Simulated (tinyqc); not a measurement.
Gated two-dimensional channel with two bands, quantum capacitance: one step of the calculation.

phi is the Fermi level above the lowest band edge, in volts; Vg is counted from the gate voltage at which an empty channel would have phi = 0. The channel has no thickness; trap charge is -q Dit phi.

Problem. New phi. D1 = gv md m0 q/(pi hbar^2), D2 = g2 m2 m0 q/(pi hbar^2) per eV; n1 = D1 Vt ln(1 + exp(phi/Vt)), n2 = D2 Vt ln(1 + exp((phi - E2)/Vt)), n = n1 + n2; Cq = q dn/dphi = q [D1/(1 + exp(-phi/Vt)) + D2/(1 + exp((E2 - phi)/Vt))]. Newton: f = phi + q (n + Dit phi)/Cox - Vg, phi(new) = phi - f/(1 + (Cq + q Dit)/Cox).

Parameters, values chosen for the exercise; lowest band close to that of a thin InAs body: temperature T = 400 K; in-plane mass md = 0.0345 m0; valley degeneracy gv = 1; in-plane mass of a second band, chosen freely m2 = 0.045 m0; valley degeneracy of that band, chosen freely g2 = 1; second band edge above the first E2 = 0.14 eV; density of traps Dit = 1.7e11 cm^-2 eV^-1; gate voltage Vg = 0.29 V.

Constants: q = 1.602176634e-19 C, kB = 1.380649e-23 J/K, hbar = 1.054571817e-34 J s, m0 = 9.1093837015e-31 kg, Vt = kB T/q. Results are converted to the units shown.

phi at the start = 0.01 V
Cox = 0.40625097 uF/cm^2

Find: n1; n2; Cq; f; phi after iteration 1.

Solution.

n1 = 4.216e11 cm^-2
n2 = 1.475e10 cm^-2
Cq = 1.389 uF/cm^2
f = -0.1072 V
phi after iteration 1 = 0.03391 V

Program tinyqc, `OMP_NUM_THREADS=1 python tinyqc.py 2200141 2200142 out.jsonl`; Intel Xeon 2.30GHz, shared host, one thread, about 0.01 s.
